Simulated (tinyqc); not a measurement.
# Worked calculation: silicon n-p-n transistor, Gummel numbers and transit times

Numbers from tinyqc (`OMP_NUM_THREADS=1 python tinyqc.py 2320066 2320067 out.jsonl`; about 0.01 s on one thread of a shared Intel Xeon 2.30GHz). Printed values are rounded.

One-dimensional n-p-n transistor in the forward active mode at low injection. In the base p(x) = NB exp(-eta x/wb) and ni(x)^2 = ni^2 exp((g0 + g1 x/wb)/Vt); electrons leave the base at vsat; band spikes at the emitter junction and recombination inside the emitter are ignored.

Values chosen for this exercise; band and dielectric values close to those of silicon:

| symbol | value | unit | meaning |
|---|---|---|---|
| T | 250 | K | temperature |
| Eg | 1.1 | eV | band gap |
| eps_r | 11.6 |  | relative permittivity |
| Nc | 2.14e19 | cm^-3 | conduction-band density of states at T |
| Nv | 2.02e19 | cm^-3 | valence-band density of states at T |
| vsat | 9.99e6 | cm/s | saturation velocity |
| wb | 160 | nm | neutral base width |
| NB | 1.9e17 | cm^-3 | base doping at the emitter edge |
| eta | 0 |  | doping falls as exp(-eta x/wb) |
| g0 | 0 | eV | gap reduction at the emitter edge of the base |
| g1 | 0 | eV | further gap reduction across the base (linear) |
| Dn | 9.9 | cm^2/s | electron diffusion coefficient in the base |
| NE | 1.6e20 | cm^-3 | emitter doping |
| gE | 0.101 | eV | gap reduction in the emitter (negative: wider gap) |
| we | 110 | nm | neutral emitter width |
| Dp | 2.5 | cm^2/s | hole diffusion coefficient in the emitter |
| Se | 6e5 | cm/s | recombination velocity at the emitter contact |
| tb | 6e-8 | s | electron lifetime in the base |
| NC | 5.3e15 | cm^-3 | collector doping |
| VCB | 1.7 | V | collector-base reverse bias |

Constants: q = 1.602176634e-19 C, kB = 1.380649e-23 J/K, Vt = kB T/q, eps0 = 8.8541878128e-14 F/cm where lengths are in cm. Results are converted to the units shown.

Range of the model: Heavy doping makes emitter or base degenerate; gE and g0 are to be read as apparent gap changes that include this.

## Base Gummel number and transit time

f(x) = p(x) ni^2/ni(x)^2; I(x) = integral from x to wb of f/Dn, plus f(wb)/vsat; base Gummel number GB = I(0); electron density per unit flux n/(J/q) = I/f; base transit time tauB = integral of I/f over the base. Trapezoid rule on 11 equal steps.

```
point   x (nm)  f (cm^-3)  I (s/cm^4)  I/f (s/cm)
0        0.000     1.9e17  3.26090e11  1.71626e-6
1       14.545     1.9e17  2.98174e11  1.56934e-6
2       29.091     1.9e17  2.70259e11  1.42241e-6
3       43.636     1.9e17  2.42343e11  1.27549e-6
4       58.182     1.9e17  2.14428e11  1.12857e-6
5       72.727     1.9e17  1.86512e11  9.81643e-7
6       87.273     1.9e17  1.58597e11  8.34719e-7
7      101.818     1.9e17  1.30681e11  6.87795e-7
8      116.364     1.9e17  1.02766e11  5.40871e-7
9      130.909     1.9e17  7.48501e10  3.93948e-7
10     145.455     1.9e17  4.69345e10  2.47024e-7
11     160.000     1.9e17  1.90190e10  1.00100e-7
```

GB = 3.26090e11 s/cm^4
tauB = 14.5309 ps

With 4000 steps GB = 3.261e11 s/cm^4 and tauB = 14.53 ps. A uniform base would give wb^2/(2 Dn) + wb/vsat = 14.5 ps.

## Gain, Early voltage and collector delay

ni = sqrt(Nc Nv) exp(-Eg/(2 Vt)), Eg in volts; GE = NE exp(-gE/Vt)(we/Dp + 1/Se); JC = J0 exp(VBE/Vt), J0 = q ni^2/GB; gain limited by back injection GE/GB, by base recombination tb/tauB, together 1/beta = the sum of the inverses; collector layer one-sided, Wc = sqrt(2 eps0 eps_r (Vbc + VCB)/(q NC)), Vbc = Vt ln(p(wb) NC/ni^2), Cjc = eps0 eps_r/Wc; Early voltage VA = GB q p(wb)/(f(wb) Cjc [1/Dn - (eta + g1/Vt)/(wb vsat)]), f(wb) = p(wb) exp(-(g0 + g1)/Vt), p(wb) = NB exp(-eta); tauC = Wc/(2 vsat).

ni = 1.69969e8 cm^-3
GE = 8.93305e12 s/cm^4
J0 = 1.41943e-14 A/cm^2
GE/GB = 27.3945
tb/tauB = 4129.13
beta = 27.2139
Wc = 780.865 nm
Cjc = 0.131532 fF/um^2
VA = 39.3235 V
tauC = 3.90823 ps

The gain is limited more by back injection into the emitter. beta VA = 1070 V.
